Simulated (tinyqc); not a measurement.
# Long-channel MOSFET, surface-potential model: effect of the source-body reverse bias

n-channel transistor on a uniformly doped p-type body, gradual-channel approximation, constant mobility, Boltzmann statistics, full ionisation. Potentials are counted from the neutral body; V is the electron quasi-Fermi potential, Vsb at the source and Vsb + Vds at the drain. Charges are magnitudes per area.

ni = sqrt(Nc Nv) exp(-Eg/(2 Vt)), Eg in volts; phiF = Vt ln(Na/ni); Cox = eps0 eox/tox; gamma = sqrt(2 q eps0 eps_r Na)/Cox. The surface potential psi at channel potential V solves Vgs + Vsb - Vfb - psi = gamma sqrt(G), G = psi - Vt + Vt exp((psi - 2 phiF - V)/Vt). Charge sheet: Qi = Cox gamma [sqrt(G) - sqrt(psi - Vt)]; I = mu (W/L) [integral of Qi dpsi from psi_0 to psi_L (drift) + Vt (Qi0 - QiL) (diffusion)], with psi_0 at V = Vsb and psi_L at V = Vsb + Vds. VT = Vfb + 2 phiF + gamma sqrt(2 phiF + Vsb), m = 1 + gamma/(2 sqrt(2 phiF + Vsb)). The swing is 20 mV/log10[I(VT - 0.14 V)/I(VT - 0.16 V)] of the charge-sheet current at the given Vds.

Values chosen for this exercise; material values close to those of 4H silicon carbide:
```
symbol,value,unit,meaning
T,300,K,temperature
Eg,3.27,eV,band gap
eps_r,9.67,,relative permittivity of the semiconductor
Nc,1.72e19,cm^-3,conduction-band density of states at T
Nv,2.48e19,cm^-3,valence-band density of states at T
Na,2e16,cm^-3,acceptor density of the body
eox,3.89,,relative permittivity of the gate insulator
tox,14,nm,insulator thickness
Vfb,-0.96,V,flat-band voltage
mu,130,cm^2/(V s),channel mobility
W,2,um,gate width
L,2,um,gate length
Vgs,2.37,V,gate-source voltage
Vds,0.8,V,drain-source voltage
```

Constants: q = 1.602176634e-19 C, kB = 1.380649e-23 J/K, Vt = kB T/q, eps0 = 8.8541878128e-14 F/cm where lengths are in cm. Results are converted to the units shown.

The same in every row: gamma (V^0.5) = 0.3011.

Results:
```
Vsb (V)	VT (V)	m	swing (mV/decade)	I at Vgs, Vds (uA)
0	2.465	1.088	65.25	7.158e-5
0.25	2.487	1.085	65.00	3.145e-5
0.75	2.527	1.079	64.57	6.613e-6
1	2.547	1.076	64.39	3.148e-6
1.25	2.565	1.074	64.23	1.532e-6
1.5	2.584	1.072	64.08	7.606e-7
```

Estimate the missing row, Vsb = 0.5 V.

Computed row:
```
Vsb (V)	VT (V)	m	swing (mV/decade)	I at Vgs, Vds (uA)
0.5	2.507	1.082	64.77	1.423e-5
```

With this row back in the table: As Vsb goes from 0 to 1.5 V, VT rises from 2.46 to 2.58 V, the swing falls from 65.3 to 64.1 mV a decade and the current falls from 7.16e-5 to 7.61e-7 uA. The swing is 0.73 % above m Vt ln 10 in the first row and 0.45 % above it in the last. The gate voltage is below VT in 7 of the 7 rows.

Program tinyqc, `OMP_NUM_THREADS=1 python tinyqc.py 2360071 2360072 out.jsonl`; Intel Xeon 2.30GHz, shared host, one thread, about 0.03 s.
